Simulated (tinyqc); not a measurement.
Periodic multilayer mirror for extreme ultraviolet light: sweeps and comparisons. A value that a table varies takes the place of the one given here.

s polarisation, vacuum above. q_j = sqrt(N_j^2 - sin^2 theta); interface r_jk = (q_j - q_k)/(q_j + q_k) exp(-2 (2 pi/lam)^2 q_j q_k sg^2) (Nevot-Croce; sg = 0 if not given); phase factor of a layer x_j = exp(4 pi i q_j d_j/lam). Each period has the spacer (thickness (1 - Gm) L) on top of the absorber (Gm L). In this recursion R is the amplitude; R in tables and results is the reflectance, its squared modulus. The substrate is of the spacer material. Starting with R = 0 in it, each interface upward gives R -> (r + R x)/(1 + r R x), x that of the layer below the interface (1 for the substrate).

Values chosen for the exercise (optical constants near those of Mo and Si at 13.5 nm; the results hold for these values, not for the real material): lam = 13.5 nm (wavelength); dA = (0.074, 0.00637) (delta and beta of the absorber, N = 1 - delta + i beta); dS = (0.0011, 0.00179) (delta and beta of the spacer and the substrate); L = 7.08 nm (period); Gm = 0.35 (absorber share of the period); theta = 12 degrees (angle from the normal); sg = 0.4 nm (interface roughness); Np = 40 (periods).

## Number of periods

The last column sets both beta to zero.

Reflectance:

| periods | R | R without absorption |
|---|---|---|
| 5 | 0.087 | 0.097 |
| 10 | 0.265 | 0.323 |
| 15 | 0.432 | 0.558 |
| 20 | 0.550 | 0.737 |
| 30 | 0.663 | 0.919 |
| 40 | 0.697 | 0.977 |
| 50 | 0.706 | 0.994 |
| 60 | 0.709 | 0.998 |
| 80 | 0.710 | 1.000 |
| 100 | 0.710 | 1.000 |

R reaches 0.697 at 40 periods and 0.710 at 100; it stays within 0.01 of the last value from 50 periods on. Without absorption the last value is 1.000: absorption, not the count of layers, caps the mirror, and the roughness, which weakens each reflection, lowers that cap further.

## Wavelength

The optical constants are held fixed.

Reflectance:

| lam (nm) | R |
|---|---|
| 12.9 | 0.099 |
| 13.0 | 0.091 |
| 13.1 | 0.164 |
| 13.2 | 0.434 |
| 13.3 | 0.589 |
| 13.4 | 0.663 |
| 13.5 | 0.697 |
| 13.6 | 0.698 |
| 13.7 | 0.642 |
| 13.8 | 0.422 |
| 13.9 | 0.060 |
| 14.0 | 0.111 |
| 14.1 | 0.103 |
| 14.2 | 0.021 |
| 14.3 | 0.026 |

The largest value listed is 0.698 at 13.6 nm, against lam_B = 2 L Re(mean q) = 13.465 nm; the peak lies on the long side, where the nodes of the standing wave fall in the absorber. R exceeds half of that from 13.2 to 13.8 nm of the wavelengths listed, at least 4.4 % of the wavelength; a chain of ten mirrors narrows it, since R^10 falls to half where R has lost only 7 %.

## Absorber share

For each Gm the period is set so that lam_B = 2 L Re(mean q) equals lam - 0.09 nm.

Results:

| Gm | L (nm) | R |
|---|---|---|
| 0.15 | 6.942 | 0.452 |
| 0.20 | 6.969 | 0.575 |
| 0.25 | 6.996 | 0.646 |
| 0.30 | 7.024 | 0.684 |
| 0.35 | 7.051 | 0.702 |
| 0.40 | 7.079 | 0.708 |
| 0.45 | 7.107 | 0.705 |
| 0.50 | 7.135 | 0.696 |
| 0.60 | 7.192 | 0.656 |
| 0.70 | 7.251 | 0.577 |

The largest value listed is 0.708 at 0.4. The contrast of a period goes as sin(pi Gm) and is largest at 0.5, while the loss grows with Gm; R is 0.696 at 0.5, 0.684 at 0.3 and 0.577 at 0.7. Absorption pulls the best share below 0.5.

## Angle of incidence

Results:

| theta (degrees) | lam_B (nm) | R |
|---|---|---|
| 0 | 13.783 | 0.382 |
| 2 | 13.774 | 0.404 |
| 4 | 13.748 | 0.462 |
| 6 | 13.703 | 0.538 |
| 8 | 13.641 | 0.609 |
| 10 | 13.562 | 0.664 |
| 12 | 13.465 | 0.697 |
| 14 | 13.350 | 0.696 |
| 16 | 13.218 | 0.583 |
| 18 | 13.069 | 0.077 |
| 20 | 12.903 | 0.133 |

lam_B = 2 L Re(mean q) falls with the angle, from 13.783 to 12.903 nm; the largest value listed is 0.697 at 12 degrees. R stays above 90 % of that value at 10, 12 and 14 degrees, which bounds the cone of light that a mask or mirror with this period accepts.

## Tolerances

R of the mirror, and R^10 for a chain of ten such mirrors. Each row changes one parameter from the base and keeps the others.

Results:

| case | R | R^10 |
|---|---|---|
| base | 0.6969 | 0.0270 |
| L = 7.12 nm | 0.6745 | 0.0195 |
| Gm = 0.39 | 0.7069 | 0.0311 |
| theta = 14 degrees | 0.6965 | 0.0268 |
| sg = 0.6 nm | 0.6726 | 0.0189 |
| dA = (0.074, 0.00764) | 0.6701 | 0.0182 |
| lam = 13.55 nm | 0.7021 | 0.0291 |

The largest shifts from the base row, up to three for each result and ties (the steps differ in size, so this ranks the rows, not the parameters). R: dA -0.0269, sg -0.0244, L -0.0224. R^10: dA -0.00879, sg -0.00809, L -0.00754.

Computed by tinyqc, a small Python program: `OMP_NUM_THREADS=1 python tinyqc.py 1650897 1650898 out.jsonl` (the numbers bound the seed that draws the inputs); one thread of a shared host (Intel(R) Xeon(R) Processor @ 2.30GHz), about 0.01 s for the whole set of steps.
